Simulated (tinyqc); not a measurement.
Sweep of a uniaxial [110] strain: strain-driven crossing of the Gamma and L valleys in a germanium-like crystal alloyed with tin.

Biaxial loads: e0 is the in-plane strain e_par and the normal is free. (001): e_perp = -2 (C12/C11) e_par; exx = eyy = e_par, ezz = e_perp, no shear. (111): e_perp = -(2 C11 + 4 C12 - 4 C44)/(C11 + 2 C12 + 4 C44) e_par; exx = eyy = ezz = (2 e_par + e_perp)/3 and exy = eyz = ezx = (e_perp - e_par)/3. (110): e_perp = -(C11 + 3 C12 - 2 C44)/(C11 + C12 + 2 C44) e_par; exx = eyy = (e_par + e_perp)/2, ezz = e_par, exy = (e_perp - e_par)/2, eyz = ezx = 0. Uniaxial loads: a stress along n, scaled so that n.e.n = e0, with exx = s11 sxx + s12 (syy + szz), exy = s44 sxy/2, s11 = (C11 + C12)/((C11 - C12)(C11 + 2 C12)), s12 = -C12/((C11 - C12)(C11 + 2 C12)), s44 = 1/C44.

Edges from the unstrained valence top: Gamma at Eg + ac tr(e); an L valley with unit axis u at EgL + aL tr(e) + XuL (u.e.u - tr(e)/3), u along [111], [1-1-1], [-11-1], [-1-11]; valence edges are the levels of the 6 x 6 matrix of X, Y, Z times spin with -Dso/3 + l exx + m (eyy + ezz) on the diagonal (cyclic), n exy off it, l = av + 2 b, m = av - b, n = sqrt(3) d. Spin-orbit term (Dso/3) L.sigma on X, Y, Z with (L_k)_ij = -i epsilon_kij: <X+|H|Y+> = -i Dso/3, <X+|H|Z-> = Dso/3, <Y+|H|Z-> = -i Dso/3, <Z+|H|X-> = -Dso/3, <Z+|H|Y-> = i Dso/3, <X-|H|Y-> = i Dso/3, and their conjugates; + and - are the spin along z.

With tin the unstrained gaps become E(y) = (1 - y) E + y EgS - CS y (1 - y); all other values are kept.
Constants: kB = 8.617333262e-05 eV/K.

Parameters, chosen for this exercise (near those of Ge, gaps at low temperature; not measured data): Eg = 0.882 eV (gap at Gamma to the s-like level); EgL = 0.755 eV (gap to L); Dso = 0.289 eV (spin-orbit splitting); ac = -8.24 eV (conduction deformation potential); av = 1.24 eV (valence hydrostatic potential); b = -2.59 eV (tetragonal shear potential); d = -5.31 eV (trigonal shear potential); aL = -1.45 eV (hydrostatic potential of the L edge, Xd + Xu/3); XuL = 16.27 eV (uniaxial potential, L); y = 0.018 (tin fraction); EgS = (-0.416, 0.051) eV (Gamma and L gaps of the tin end); CS = (2.83, 1.06) eV (bowing of the Gamma and L gaps); C11 = 127.8 GPa; C12 = 48.1 GPa; C44 = 67.2 GPa; load = uniaxial [110] (kind of strain); mG = 0.0419 m0 (mass at Gamma); mL = 0.537 m0 (density-of-states mass of the four L valleys together); T = 300 K (temperature).

The valence splitting is the distance of the top two edges. Share in Gamma = mG^(3/2)/(mG^(3/2) + (mL^(3/2)/4) sum_i exp(-(E_Li - E_Gamma)/kT)).

Results:

| e0 (%) | direct gap (eV) | indirect gap (eV) | Gamma - L (meV) | valence splitting (meV) | share in Gamma (%) |
|---|---|---|---|---|---|
| -1.68 | 0.829 | 0.582 | 248 | 134 | 0.000301 |
| -0.64 | 0.820 | 0.673 | 147 | 48 | 0.0139 |
| 0.40 | 0.771 | 0.681 | 91 | 27 | 0.111 |
| 1.44 | 0.674 | 0.569 | 105 | 84 | 0.0754 |
| 2.48 | 0.575 | 0.456 | 119 | 123 | 0.0434 |
| 3.52 | 0.475 | 0.342 | 133 | 151 | 0.0250 |
| 4.56 | 0.375 | 0.227 | 148 | 172 | 0.0144 |
| 5.60 | 0.273 | 0.111 | 162 | 191 | 0.00826 |

What can be read from this table?

The gap stays indirect over the sweep. This load splits the L valleys, and the lowest set changes where e0 changes sign, which bends the column Gamma - L. The direct gap goes from 0.829 to 0.273 eV; of that change -0.134 eV comes from the rise of the valence top through the shear terms and the rest from the volume. The share in Gamma goes from 0.000301 to 0.00826 %, with a peak of 0.111 % at e0 = 0.40 % among these rows. Beyond about 3 % terms of second order in the strain, left out here, matter.

(tinyqc, `OMP_NUM_THREADS=1 python tinyqc.py 1080092 1080093 out.jsonl`, Intel(R) Xeon(R) Processor @ 2.30GHz, 1 thread, shared host, about 0.01 s.)
